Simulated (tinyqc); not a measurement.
Inputs raised by 2 %, one at a time: dopants and charged point defects at anneal temperature: Fermi-level effect, clustering and pairing. Computed by tinyqc, a small Python program. Command: `OMP_NUM_THREADS=1 python tinyqc.py 3006490 3006491 out.jsonl pairing sens`. One thread of a shared host (Intel(R) Xeon(R) Processor @ 2.30GHz), about 0.06 s of CPU time with the checks.

Boltzmann statistics and full ionisation of active dopants. Energies are counted from the valence band; the defect (a vacancy or self-interstitial) has five charge states, with all degeneracy factors one.

Inputs (values chosen for the exercise, with bands modelled on germanium): gap at 0 K E_g0 = 0.731 eV; Varshni alpha = 0.000469 eV/K; Varshni beta = 239 K; electron mass m_e = 0.227 m_0; valleys M_c = 4; hole mass m_h = 0.33 m_0; anneal temperature T = 920 K; total dopant density N = 2.3e+19 cm^-3; formation enthalpy of the neutral defect H_f = 3.07 eV; formation entropy S_f = 2.2 k_B; site density N_s = 2.4e+22 cm^-3; intrinsic dopant diffusivity D_i = 3.3e-14 cm^2/s; anneal time t = 200 s; dopant atoms per cluster k = 4; cluster binding energy E_b = 2.17 eV.

Dopant: donor. Second part: clustering of the dopant.

defect levels as fractions of E_g(T): (2+/+), (+/0), (0/-), (-/2-): [0.049, 0.22, 0.49, 0.84]

Constants: m_0 = 9.1093837015e-31 kg; k_B = 1.380649e-23 J/K; h = 6.62607015e-34 J s; k_B = 8.617333262e-05 eV/K.

Method:
- E_g = E_g0 - alpha T^2/(T + beta).
- N_c = 2 M_c (2 pi m_e k_B T/h^2)^(3/2) and N_v = 2 (2 pi m_h k_B T/h^2)^(3/2), masses in units of m_0.
- n_i = sqrt(N_c N_v) exp(-E_g/2 k_B T); E_i = E_g/2 + (k_B T/2) ln(N_v/N_c).
- n = A/2 + sqrt(A^2/4 + n_i^2) for an active density A.
- k ionised dopants and k carriers form one neutral cluster: C = N_s (A/N_s)^k (n/N_b)^k exp(E_b/k_B T), N_b the effective density of states of the majority band, and N = A + k C (60 bisections in ln A between ln N - 90 and ln N).
- chi = n/n_i (for acceptors n_i/p); E_F = E_i + k_B T ln chi; field enhancement h = 1 + A/sqrt(A^2 + 4 n_i^2).
- C_0 = N_s exp(S_f/k_B) exp(-H_f/k_B T). Ratios to the neutral state at E_F = E_i: r_+ = exp((E(+/0) - E_i)/k_B T), r_2+ = r_+ exp((E(2+/+) - E_i)/k_B T), r_- = exp((E_i - E(0/-))/k_B T), r_2- = r_- exp((E_i - E(-/2-))/k_B T); at other E_F state q scales as chi^(-q). The enhancement is sum r_q chi^(-q)/sum r_q. The charge on the defects is left out of neutrality.
- If every charge state of the defect carries the dopant equally well, D = D_i x enhancement x h x (active share A/N, a rough stand-in that overstates the dA/dN which immobile clusters call for), D_i being an input held fixed when T or H_f is moved; diffusion length 2 sqrt(D t).

Runs:
```
input moved                                           from         to  active density A (cm^-3)  enhancement over intrinsic   D/D_i  diffusion length (nm)
base run                                                 -          -                1.2004e+19                      2.2830  2.2336                 76.789
total dopant density N (cm^-3)                     2.3e+19  2.346e+19                1.2062e+19                      2.2928  2.2109                 76.398
cluster binding energy E_b (eV)                       2.17     2.2134                1.1255e+19                      2.1586  1.9654                 72.033
formation enthalpy of the neutral defect H_f (eV)     3.07     3.1314                1.2004e+19                      2.2830  2.2336                 76.789
gap at 0 K E_g0 (eV)                                 0.731    0.74562                1.2064e+19                      2.4905  2.4731                 80.803
intrinsic dopant diffusivity D_i (cm^2/s)          3.3e-14  3.366e-14                1.2004e+19                      2.2830  2.2336                 77.554
anneal time t (s)                                      200        204                1.2004e+19                      2.2830  2.2336                 77.554
```

Exponents ln(y'/y) / ln(x'/x):
```
input                                         active density A  enhancement over intrinsic   D/D_i  diffusion length
total dopant density N                                   0.242                       0.216  -0.516            -0.258
cluster binding energy E_b                              -3.255                      -2.830  -6.458            -3.229
formation enthalpy of the neutral defect H_f             0.000                       0.000   0.000             0.000
gap at 0 K E_g0                                          0.250                       4.392   5.145             2.572
intrinsic dopant diffusivity D_i                         0.000                       0.000   0.000             0.500
anneal time t                                            0.000                       0.000   0.000             0.500
```

Which inputs matter most for each result?

Among the inputs moved here: active density A answers most in size to cluster binding energy E_b (exponent -3.255), next to gap at 0 K E_g0 (+0.250); its exponent is below 0.0005 for formation enthalpy of the neutral defect H_f, intrinsic dopant diffusivity D_i, anneal time t. Enhancement over intrinsic answers most in size to gap at 0 K E_g0 (exponent +4.392), next to cluster binding energy E_b (-2.830); its exponent is below 0.0005 for formation enthalpy of the neutral defect H_f, intrinsic dopant diffusivity D_i, anneal time t. D/D_i answers most in size to cluster binding energy E_b (exponent -6.458), next to gap at 0 K E_g0 (+5.145); its exponent is below 0.0005 for formation enthalpy of the neutral defect H_f, intrinsic dopant diffusivity D_i, anneal time t. Diffusion length answers most in size to cluster binding energy E_b (exponent -3.229), next to gap at 0 K E_g0 (+2.572); its exponent is below 0.0005 for formation enthalpy of the neutral defect H_f. Its exponent +0.500 in intrinsic dopant diffusivity D_i: diffusion, sqrt(D t). Its exponent +0.500 in anneal time t: diffusion, sqrt(D t).
